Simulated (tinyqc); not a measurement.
Inversion-layer mobility, back-scattering and ballistic limit of a field-effect transistor: one step, computed by the program tinyqc. Command: `OMP_NUM_THREADS=1 python tinyqc.py 3017620 3017621 out.jsonl mos walk`. One thread of a shared host (Intel(R) Xeon(R) Processor @ 2.30GHz), about 0.01 s of CPU time with the checks.

The charge at the top of the source barrier is fixed by the gate; series resistance and short-channel effects are left out. F_j are Fermi integrals normalised to exp(eta) in the classical limit.

Problem. Effective mobility. mu_phonon = mu_ph (E_eff/1 MV/cm)^(-0.3) (T/300 K)^(-1.75); mu_rough = mu_sr (E_eff/1 MV/cm)^(-2); mu_Coulomb = mu_C (N_inv/1e12 cm^-2) (T/300 K); Matthiessen's rule adds 1/mu.

Inputs (values chosen for the exercise, modelled on a strained silicon n-channel):
```
quantity,value,unit
"phonon mobility at 1 MV/cm and 300 K, mu_ph",570,cm^2/(V s)
"roughness mobility at 1 MV/cm, mu_sr",2100,cm^2/(V s)
"Coulomb mobility at N_inv = 1e12/cm^2, mu_C",750,cm^2/(V s)
temperature T,300,K
```

Statistics at the top of the barrier: Fermi-Dirac.

inversion density N_inv = 1.062243e+13 1/cm^2

effective field E_eff = 1.269940 MV/cm

Give: phonon part; roughness part; Coulomb part; effective mobility mu.

Solution.

phonon part = 530.57 cm^2/(V s)

roughness part = 1302.1 cm^2/(V s)

Coulomb part = 7966.8 cm^2/(V s)

effective mobility mu = 359.94 cm^2/(V s)

The phonon part is the lowest and holds 68 % of 1/mu.
